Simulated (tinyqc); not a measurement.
Jacobi rotations on a symmetric matrix, step by step. Computed by tinyqc, a small Python program that keeps every step. Settings: method = jacobi. Command: `OMP_NUM_THREADS=1 python tinyqc.py 21771 21772 out.jsonl` (the two numbers bound the seeds that draw the settings). One thread of a shared host (Intel(R) Xeon(R) Processor @ 2.60GHz), about 0.01 s of CPU time with the checks.

## Jacobi rotation 1

A, lower triangle:
```
         1        2       3       4       5
1   0.0510
2  -0.0590   1.3070
3  -0.0190   0.0290  2.3070
4  -0.0730   0.3410  0.0860  4.2080
5  -0.0030  -0.1150  0.0840  0.0470  4.7390
```

Take the largest off-diagonal element A_pq; tan 2 theta = 2 A_pq / (A_qq - A_pp) with |theta| <= pi/4; A' = J^T A J with J_pp = J_qq = cos, J_pq = sin, J_qp = -sin.

p, q, theta (rad): 2.0000  4.0000  0.1154

A', lower triangle:
```
         1        2       3       4       5
1   0.0510
2  -0.0502   1.2675
3  -0.0190   0.0189  2.3070
4  -0.0793   0.0000  0.0888  4.2475
5  -0.0030  -0.1196  0.0840  0.0334  4.7390
```

## Jacobi rotation 2

As before.

p, q, theta (rad): 2.0000  5.0000  -0.0344

A', lower triangle:
```
         1       2       3       4       5
1   0.0510
2  -0.0503  1.2633
3  -0.0190  0.0218  2.3070
4  -0.0793  0.0012  0.0888  4.2475
5  -0.0013  0.0000  0.0833  0.0334  4.7431
```

## Jacobi rotation 3

As before.

p, q, theta (rad): 3.0000  4.0000  0.0456

A', lower triangle:
```
         1       2       3       4       5
1   0.0510
2  -0.0503  1.2633
3  -0.0154  0.0217  2.3029
4  -0.0801  0.0021  0.0000  4.2516
5  -0.0013  0.0000  0.0817  0.0372  4.7431
```

## All rotations

The off-diagonal norm falls at every rotation.

Rotations:
```
step  p  q      theta  off-diagonal norm
1     2  4     0.1154           2.83e-01
2     2  5    -0.0344           2.26e-01
3     3  4     0.0456           1.88e-01
4     3  5     0.0334           1.49e-01
5     1  4    -0.0191           9.62e-02
6     1  2    -0.0413           6.48e-02
7     4  5     0.0749           3.79e-02
8     2  3     0.0215           2.10e-02
9     1  3    -0.0064           4.96e-03
10    2  4     0.0010           2.44e-03
11    1  5  -2.20e-04           1.96e-03
12    2  5   2.87e-04           1.36e-03
13    3  4  -4.53e-04           5.26e-04
14    1  2   2.55e-04           2.90e-04
15    1  4   4.77e-05           6.09e-05
16    3  5  -1.76e-05           2.08e-06
17    2  3  -1.04e-06           1.42e-06
18    4  5   2.00e-06           1.86e-07
19    1  5   1.90e-08           1.36e-07
20    1  3   3.62e-08           7.26e-08
21    2  4   1.72e-08           6.64e-11
```

eigenvalues: 0.0473  1.2649  2.3008  4.2503  4.7486
